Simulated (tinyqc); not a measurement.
Inside a calculation. Model: pair-potential crystal by lattice sums. Computed by tinyqc, a small Python program that keeps every step. Command: `OMP_NUM_THREADS=1 python tinyqc.py 3026488 3026489 out.jsonl pairsum walk`. One thread of a shared host (Intel(R) Xeon(R) Processor @ 2.30GHz), about 0.01 s of CPU time with the checks. Intermediate numbers are printed to about 6 digits and carried at full precision; extremes and crossings named in words are read from the listed rows.

Energy per atom E = (1/2) sum over neighbours of phi(r); d is the nearest-neighbour distance.

Inputs (values chosen for the exercise, for model atoms):
```
quantity                       value      unit
well depth eps                 0.526        eV
pair minimum r0                 2.69  angstrom
cut-off r_c/r0                  1.87         -
trial neighbour distance d/r0  0.971         -
stiffness alpha r0                 5         -
```

Potential: Morse. Structure: fcc.

Constants: 1 eV/angstrom^3 = 160.2176634 GPa.

## Shell sums at the trial distance

phi0(r) = eps [exp(-2 alpha (r - r0)) - 2 exp(-alpha (r - r0))]; shifted-force cut-off: phi(r) = phi0(r) - phi0(r_c) - (r - r_c) phi0'(r_c) for r < r_c, zero beyond. Shells (distance in units of d, count): fcc 1.0000 (12), 1.4142 (6), 1.7321 (24), 2.0000 (12), 2.2361 (24), 2.4495 (8), 2.6458 (48), 2.8284 (6), 3.0000 (36), 3.1623 (24); hcp 1.0000 (12), 1.4142 (6), 1.6330 (2), 1.7321 (18), 1.9149 (12), 2.0000 (6), 2.2361 (12), 2.3805 (12), 2.4495 (6), 2.5166 (6), 2.5820 (12), 2.6458 (24), 2.7080 (6), 2.8868 (12), 3.0000 (12), 3.1091 (24), 3.1623 (12); bcc 1.0000 (8), 1.1547 (6), 1.6330 (12), 1.9149 (24), 2.0000 (8), 2.3094 (6), 2.5166 (24), 2.5820 (24), 2.8284 (24), 3.0000 (32); sc 1.0000 (6), 1.4142 (12), 1.7321 (8), 2.0000 (6), 2.2361 (24), 2.4495 (24), 2.8284 (12), 3.0000 (30), 3.1623 (24); diamond 1.0000 (4), 1.6330 (12), 1.9149 (12), 2.3094 (6), 2.5166 (12), 2.8284 (24), 3.0000 (16). Volumes per atom in d^3: fcc 0.70711, hcp 0.70711, bcc 0.76980, sc 1.00000, diamond 1.53960; hcp has the ideal c/a. Every shell inside the cut-off is summed. List each shell within the cut-off.

Shells:
```
shell  count  r (angstrom)   phi (eV)  phi' (eV/angstrom)  phi'' (eV/angstrom^2)
1         12       2.61199  -0.439457           -0.377641                5.51295
2          6       3.69391  -0.103409            0.230845               -0.38836
3         24       4.52410  -0.008114            0.037616               -0.11225
```

## Energy and virial pressure

E = (1/2) sum count x phi; P = -(1/(6 Omega)) sum count x r phi', Omega = 0.707107 d^3.

energy at the trial distance = -3.04434 eV/atom

pressure at the trial distance = 5.58644 GPa

The pressure is positive, so the lattice wants to expand.

## Equilibrium

Equilibrium: dE/dd = 0 at the lowest minimum with d between 0.78 r0 and 1.45 r0; B = d^2 E''(d)/(9 Omega). Unrelaxed vacancy: removing an atom breaks its bonds (2|E|) and placing it on the surface returns |E|, so E_v = |E|.

equilibrium distance d = 2.63201 angstrom

energy per atom = -3.04930 eV

bulk modulus B = 227.186 GPa

unrelaxed vacancy energy = 3.04930 eV

d is 2.2 % shorter than r0, because further shells pull and the first shell must push back.

## Elastic constants

At zero stress C_ijkl = (1/(2 Omega)) sum (phi'' - phi'/r) R_i R_j R_k R_l / r^2 over all neighbours, on cube axes; so C44 = C12 (Cauchy relation). C' = (C11 - C12)/2.

C11 = 303.243 GPa

C12 = C44 = 189.157 GPa

C' = 57.0429 GPa

C' and C44 are positive: the structure is stable against homogeneous shear.

## Ranking of structures

The formulas are those given above.

Each structure at its own equilibrium:
```
structure  neighbours  d (angstrom)  E (eV/atom)  volume (angstrom^3)  B (GPa)
fcc                12       2.63201     -3.04930              12.8928  227.186
hcp                12       2.63466     -3.04864              12.9318  228.258
bcc                 8       2.57099     -2.97038              13.0821  209.040
sc                  6       2.53351     -2.01754              16.2617  123.625
diamond             4       2.61393     -1.01239              27.4972   31.412
```

The order is fcc < hcp < bcc < sc < diamond; fcc lies 0.65 meV below hcp. fcc (-3.049295 eV) and hcp (-3.048644 eV) share two shells and differ from the third on. Pair forces reward the number of bonds: diamond reaches only 33 % of the best binding. Caution: each structure is relaxed in d alone and may be unstable against shear; the tiny fcc-hcp difference depends on the cut-off.

Checks made by the program: virial pressure against -dE/dV (relative difference 3e-08); (C11 + 2 C12)/3 against the curvature of E(d) (relative difference below 1e-10).
